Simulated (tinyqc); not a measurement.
Effective charge: two electrons on one impurity (helium-like model).

Units Ha* = 2 Ry m/eps^2 and a* = a0 eps/m. One electron is bound by Z^2/2. Two electrons in the singlet built from exp(-a r) and exp(-b r): S = 8 (ab)^(3/2)/(a + b)^3, h_aa = a^2/2 - Z a, h_bb alike, h_ab = S (ab/2 - Z (a + b)/2), J = ab (a^2 + 3ab + b^2)/(a + b)^3, K = 20 (ab)^3/(a + b)^5, E = (h_aa + h_bb + 2 S h_ab + J + K)/(1 + S^2). For a = b this is a^2 - 2 Z a + 5a/8. Real double donors are deeper, since the central cell is left out.

Values chosen for the exercise (out of a larger set: near those of impurities in Ge; not measured data):
- m = 0.177 m0 (one mean mass)
- eps = 16.3 (dielectric constant)
- Zs = (1, 1.06, 1.21, 1.46, 2.18, 2.76, 3.27) (charges)

Ha* = 18.1280 meV

Binding of the first electron, of the second (-E - Z^2/2) with equal and with unequal orbitals, and U, the first less the second (unequal).

Results (meV):

| Z | first | second, equal | second, unequal | a/b | U | U/(Z Ha*) |
|---|---|---|---|---|---|---|
| 1.00 | 9.1 | -0.50 | 0.24 | 3.67 | 8.8 | 0.487 |
| 1.06 | 10.2 | -0.06 | 0.63 | 3.19 | 9.5 | 0.497 |
| 1.21 | 13.3 | 1.33 | 1.95 | 2.62 | 11.3 | 0.516 |
| 1.46 | 19.3 | 4.55 | 5.11 | 2.20 | 14.2 | 0.537 |
| 2.18 | 43.1 | 20.15 | 20.64 | 1.77 | 22.4 | 0.568 |
| 2.76 | 69.0 | 39.55 | 40.02 | 1.63 | 29.0 | 0.580 |
| 3.27 | 96.9 | 61.64 | 62.11 | 1.55 | 34.8 | 0.587 |

Equal orbitals bind a second electron only above Z = (5/16)/(1 - 1/sqrt2) = 1.067; unequal ones do so in 7 of the 7 rows. Their gain is 0.74 meV in the first row and 0.47 in the last, while the second binding grows to 62 meV, so the gain decides the matter only near Z = 1. U grows almost linearly with Z: U/(Z Ha*) goes from 0.487 to 0.587, towards 5/8, while the first binding grows as Z^2. Angular correlation is left out: at Z = 1 this function binds the second electron by 0.0133 Ha*, half the exact 0.0278.

tinyqc: `OMP_NUM_THREADS=1 python tinyqc.py 1281966 1281967 out.jsonl`; about 0.05 s, one thread, shared Intel(R) Xeon(R) Processor @ 2.30GHz.
